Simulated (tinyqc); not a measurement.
# Worked calculation: gated two-dimensional channel with two bands, quantum capacitance

Numbers from tinyqc (`OMP_NUM_THREADS=1 python tinyqc.py 2200139 2200140 out.jsonl`; about 0.01 s on one thread of a shared Intel Xeon 2.30GHz). Printed values are rounded.

phi is the Fermi level above the lowest band edge, in volts; Vg is counted from the gate voltage at which an empty channel would have phi = 0. The channel has no thickness; trap charge is -q Dit phi.

Parameters, values chosen for the exercise; lowest band close to that of a thin silicon body:
- T = 300 K (temperature)
- eox = 7.65 (relative permittivity of the gate insulator (close to silicon nitride))
- tox = 9.8 nm (insulator thickness)
- md = 0.195 m0 (in-plane mass)
- gv = 2 (valley degeneracy)
- m2 = 0.22 m0 (in-plane mass of a second band, chosen freely)
- g2 = 6 (valley degeneracy of that band, chosen freely)
- E2 = 0.25 eV (second band edge above the first)
- Dit = 1.2e12 cm^-2 eV^-1 (density of traps)
- Vg = 0.5 V (gate voltage)

Constants: q = 1.602176634e-19 C, kB = 1.380649e-23 J/K, hbar = 1.054571817e-34 J s, m0 = 9.1093837015e-31 kg, Vt = kB T/q, eps0 = 8.8541878128e-14 F/cm where lengths are in cm. Results are converted to the units shown.

## Gate capacitance

Cox = eps0 eox/tox.

Cox = 0.691169 uF/cm^2

## Starting value

phi = 0.01 V.

phi at the start = 0.01 V

## Iteration 1: new phi

D1 = gv md m0 q/(pi hbar^2), D2 = g2 m2 m0 q/(pi hbar^2) per eV; n1 = D1 Vt ln(1 + exp(phi/Vt)), n2 = D2 Vt ln(1 + exp((phi - E2)/Vt)), n = n1 + n2; Cq = q dn/dphi = q [D1/(1 + exp(-phi/Vt)) + D2/(1 + exp((E2 - phi)/Vt))]. Newton: f = phi + q (n + Dit phi)/Cox - Vg, phi(new) = phi - f/(1 + (Cq + q Dit)/Cox).

n1 = 3.81218e12 cm^-2
n2 = 1.32472e9 cm^-2
Cq = 15.5523 uF/cm^2
f = 0.396779 V
phi after iteration 1 = -0.00668564 V

## Iteration 2: new phi

As before.

n1 = 2.40983e12 cm^-2
n2 = 6.94746e8 cm^-2
Cq = 11.3770 uF/cm^2
f = 0.0502317 V
phi after iteration 2 = -0.00951739 V

## Iteration 3: new phi

As before.

n1 = 2.21501e12 cm^-2
n2 = 6.22667e8 cm^-2
Cq = 10.6792 uF/cm^2
f = 0.00143353 V
phi after iteration 3 = -0.00960308 V

## Course of the iteration

Stop when the step is below 1e-10 V, or after 40 iterations.

Course of the iteration:
```
iteration	phi before the step (V)	step (V)
1	0.01	-0.0167
2	-0.00668564	-2.83e-3
3	-0.00951739	-8.57e-5
4	-0.00960308	-7.77e-8
5	-0.00960316	-6.38e-14
```

Converged in 5 iterations.

## Charge and capacitances at the solution

converged phi = -0.00960316 V

D1 = gv md m0 q/(pi hbar^2), D2 = g2 m2 m0 q/(pi hbar^2) per eV; n1 = D1 Vt ln(1 + exp(phi/Vt)), n2 = D2 Vt ln(1 + exp((phi - E2)/Vt)), n = n1 + n2; Cq = q dn/dphi = q [D1/(1 + exp(-phi/Vt)) + D2/(1 + exp((E2 - phi)/Vt))]. 1/C_G = 1/Cox + 1/(Cq + q Dit); dphi/dVg = Cox/(Cox + Cq + q Dit).

n = 2.20992e12 cm^-2
Cq = 10.6583 uF/cm^2
C_G = 0.649779 uF/cm^2
dphi/dVg = 0.0598844

C_G is 94.0 % of Cox.
